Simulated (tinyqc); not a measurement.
The decay curve: photoconductance decay in a wafer: bulk and surface recombination modes, and iron detection by pair splitting. Computed by tinyqc, a small Python program. Command: `OMP_NUM_THREADS=1 python tinyqc.py 3113246 3113247 out.jsonl pcd walk`. One thread of a shared host (Intel(R) Xeon(R) Processor @ 2.30GHz), about 0.01 s of CPU time with the checks.

Both faces of the wafer have the same S; injection is low and all coefficients are constant. x runs from -W/2 to W/2.

Inputs (values chosen for the exercise, modelled on p-type silicon): thickness W = 775 micrometre; diffusivity D = 31.3 cm^2/s; bulk lifetime tau_b without iron = 1000 microsecond; surface recombination velocity S = 850 cm/s; absorption coefficient alpha = 410 1/cm.

Method:
- Even modes cos(a x) obey b tan b = S W/(2 D) with b = a W/2, odd modes sin(a x) obey -b cot b = S W/(2 D); each decays at the rate 1/tau_b + D a^2.
- tau_eff is the decay time of the first mode. The surface time is 1/(D a^2) of that mode; shortcuts for it are W/(2 S), W^2/(pi^2 D) and their sum, whose error is sum/surface time - 1.
- Light from one face makes n(x, 0) proportional to exp(-alpha (x + W/2)). Only even modes carry the thickness average: weight c_n = [sin b/b] int n cos(a x) dx / (int cos^2(a x) dx x mean n), with int exp(-alpha (x + W/2)) cos(a x) dx = [alpha cos b (1 - E) + a sin b (1 + E)]/(alpha^2 + a^2), E = exp(-alpha W), and int cos^2 = W/2 + sin(2 b)/(2 a).
- Mean density = sum_n c_n exp(-t/tau_n) over 60 modes; the local decay time is -1/(d ln n/dt).

W^2/(pi^2 D) = 19.4428 microsecond

tau_eff = 58.7907 microsecond

Decay:
```
t / (W^2/(pi^2 D))  t (microsecond)  mean density/start  local decay time (microsecond)
0.02                          0.389             0.94140                           9.137
0.05                          0.972             0.89429                          13.621
0.10                          1.944             0.84268                          19.154
0.20                          3.889             0.77534                          27.698
0.50                          9.721             0.66153                          45.790
1.00                         19.443             0.55023                          57.039
2.00                         38.886             0.39440                          58.770
```

What does the comparison show, and why?

The local decay time goes from 9.14 to 58.8 microsecond against tau_eff = 58.8. Early on higher modes speed the decay, so a fit must start late.
